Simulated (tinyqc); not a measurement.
## Metal-interlayer-semiconductor contact, depinning against tunnelling resistance: contact resistivity against the metal work function

Zero bias, n-type semiconductor. Gap states at the semiconductor surface thin out as exp(-be ti), which unpins the barrier; electrons must then cross the interlayer (a rectangular barrier, no voltage drop across it) and the parabolic depleted layer, both by WKB. Energies E are counted from the Fermi level; no image force, parabolic bands.

S = 1/(1 + (1/S0 - 1) exp(-be ti)); phiB = S (phiM - chi) + (1 - S)(Eg - E0); xi = Ec - EF deep inside, from Nd = Nc F(-xi/Vt), F(x) = (2/sqrt(pi)) int_0^infinity sqrt(u) du/(1 + exp(u - x)); band bending U = phiB - xi; E00 = (hbar/2) sqrt(Nd/(eps0 eps_r mt m0)) in volts; A = 4 pi q mA m0 kB^2/h^3. With U = phiB - xi: for xi < E < phiB, y = (E - xi)/U and G1 = (U/E00) [sqrt(1 - y) - y ln((1 + sqrt(1 - y))/sqrt(y))], G1 = 0 above phiB; G2 = 2 ti sqrt(mi max(phiB + dE - E, 0)/C), C = hbar^2/(2 m0); f = 1/(1 + exp(E/Vt)); 1/rho_c = (A T^2/Vt^2) times the integral of exp(-G1 - G2) f over E from xi upwards. Shares under 0.001 % are printed as 0; rows without band bending are left out.

Values chosen for this exercise; semiconductor values close to those of germanium; interlayer mass of the order of that in hafnium oxide, offset chosen freely: temperature T = 300 K; band gap Eg = 0.653 eV; relative permittivity eps_r = 15.9; electron affinity chi = 4.07 eV; conduction-band density of states at T Nc = 1.04e19 cm^-3; tunnelling mass in the semiconductor mt = 0.118 m0; Richardson mass mA = 1.14 m0; donor density Nd = 1e20 cm^-3; charge-neutrality level above the valence band E0 = 0.088 eV; pinning factor without interlayer S0 = 0.049; interlayer thickness ti = 0.7 nm; conduction-band offset of the interlayer above the semiconductor dE = 1.53 eV; tunnelling mass in the interlayer mi = 0.2 m0; decay constant of gap states through the interlayer be = 2.6 1/nm.

Constants: q = 1.602176634e-19 C, kB = 1.380649e-23 J/K, eps0 = 8.8541878128e-12 F/m, hbar = 1.054571817e-34 J s, h = 6.62607015e-34 J s, m0 = 9.1093837015e-31 kg, Vt = kB T/q, hbar^2/(2 m0) = 0.0380998212 eV nm^2. Results are converted to the units shown.

The same in every row: S = 0.241; E00/Vt = 5.24; share above phiB (%) = 0.

Contact resistivity against the metal work function:

| phiM (eV) | phiB (eV) | rho_c (ohm cm^2) | rho_c with G2 = 0 (ohm cm^2) | peak of the integrand (eV) |
|---|---|---|---|---|
| 3.97 | 0.405 | 5.04e-7 | 5.66e-9 | -0.0221 |
| 4.17 | 0.453 | 7.32e-7 | 7.78e-9 | -0.0211 |
| 4.37 | 0.501 | 1.06e-6 | 1.07e-8 | -0.0203 |
| 4.57 | 0.549 | 1.55e-6 | 1.48e-8 | -0.0195 |
| 4.77 | 0.598 | 2.27e-6 | 2.06e-8 | -0.0187 |
| 4.97 | 0.646 | 3.31e-6 | 2.85e-8 | -0.0181 |
| 5.17 | 0.694 | 4.84e-6 | 3.97e-8 | -0.0174 |

As phiM goes from 3.97 to 5.17, phiB rises from 0.405 to 0.694 eV and rho_c rises from 5.04e-7 to 4.84e-6 ohm cm^2. The ratio of rho_c to its value with G2 = 0 runs from 89.2 to 122.

Range of the model: The depletion charge would drop about 0.19 V across such an interlayer (eps_r near 20) at ti = 0.7 nm and Nd = 1e20 cm^-3, against a band bending of 0.54 V; this model leaves that drop out.

tinyqc, about 0.02 s, one thread, Intel Xeon 2.30GHz (shared host): `OMP_NUM_THREADS=1 python tinyqc.py 2270081 2270082 out.jsonl`
